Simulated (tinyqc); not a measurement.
Inverter chain driving a load.

N inverters, each f = Hc^(1/N) times larger than the one before: delay tau N (f + pp). Switched capacitance in units of the first input, with output capacitance pp times the input: Hc + (1 + pp)(Hc - 1)/(f - 1).

Values chosen for this exercise: load over the input capacitance of the chain Hc = 32; parasitic delay of an inverter pp = 1.5; delay unit tau = 6.5 ps.

Result of one run:
```
N      f  delay (ps)  switched capacitance
2  5.657       93.04                 48.64
```

What becomes of these results when the number of stages N is changed from 2 to 5, all else the same?

Result of the changed run:
```
N      f  delay (ps)  switched capacitance
5  2.000       113.8                 109.5
```

The whole series:
```
N      f  delay (ps)  switched capacitance
1  32.00       217.8                 34.50
2  5.657       93.04                 48.64
3  3.175       91.16                 67.64
4  2.378       100.8                 88.22
5  2.000       113.8                 109.5
6  1.782       128.0                 131.1
7  1.641       142.9                 153.0
```

The delay goes from 218 through a minimum of 91.2 (at N = 3 among the rows listed) to 143 ps. The best stage effort solves pp + rho (1 - ln rho) = 0, rho = 3.97, which gives N = ln Hc/ln rho = 2.51. One stage fewer than the best costs 2.1 % in delay and saves 28 % of the switched capacitance.

tinyqc, about 0.01 s, one thread, Intel Xeon 2.30GHz (shared host): `OMP_NUM_THREADS=1 python tinyqc.py 2082174 2082175 out.jsonl`
